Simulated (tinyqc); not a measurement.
Keating valence-force model of a tetrahedral crystal: one step, computed by the program tinyqc.

Atom A sits at 0 and atom B at a/4 (1,1,1) of an fcc lattice; the four bonds from A are t = a/4 (1,1,1), a/4 (1,-1,-1), a/4 (-1,1,-1), a/4 (-1,-1,1), of length d = sqrt(3) a/4. Energy: E = (3 alpha/(8 d^2)) sum over bonds (r.r - d^2)^2 + (3 beta/(8 d^2)) sum over pairs of bonds at one atom (r_i.r_j + d^2/3)^2, with beta_A for the six pairs at A and beta_B for the six at B. The cell holds two atoms, Omega = a^3/4. 1 N/m = 1 J/m^2. With constants fitted to the elastic moduli this model puts optical and zone-boundary frequencies of real crystals too high, by up to about 20 % in elemental crystals and up to about 50 % in compounds, and mostly by more for TA modes; in compounds the lattice part of the static dielectric constant then comes out too low.

Problem. Frequencies at q. Diagonalise the Hermitian matrix D. An eigenvalue lambda of D in eV/(angstrom^2 u) gives nu = 15.6333042 THz x sqrt(lambda). The weight on A is the sum of |e|^2 over the three components of atom A.

Structure: zinc blende.

D(q) (eV/(angstrom^2 u)):
```
                       A x                    A y                    A z                    B x
A x              0.1199659   0.0003446+0.0035949i   0.0007588+0.0014982i  -0.0400688+0.0085447i
A y   0.0003446-0.0035949i              0.1100699   0.0005100-0.0001997i   0.0200174-0.0099099i
A z   0.0007588-0.0014982i   0.0005100+0.0001997i              0.1091468   0.0478533-0.0041454i
B x  -0.0400688-0.0085447i   0.0200174+0.0099099i   0.0478533+0.0041454i              0.4447685
B y   0.0200174+0.0099099i  -0.0400688-0.0085447i   0.0013469+0.1472774i   0.0012775+0.0133281i
B z   0.0478533+0.0041454i   0.0013469+0.1472774i  -0.0400688-0.0085447i   0.0028133+0.0055544i

                       B y                    B z
A x   0.0200174-0.0099099i   0.0478533-0.0041454i
A y  -0.0400688+0.0085447i   0.0013469-0.1472774i
A z   0.0013469-0.1472774i  -0.0400688+0.0085447i
B x   0.0012775-0.0133281i   0.0028133-0.0055544i
B y              0.4080795   0.0018907+0.0007405i
B z   0.0018907-0.0007405i              0.4046572
```

Constants: nu for 1 eV/(angstrom^2 u) = 15.6333042 THz.

Give: frequencies; weights on atom A.

Solution.

frequencies (THz): 2.995  3.279  5.240  10.247  10.794  11.024

weights on atom A: 0.83579  0.84494  0.98442  0.03461  0.16651  0.13373
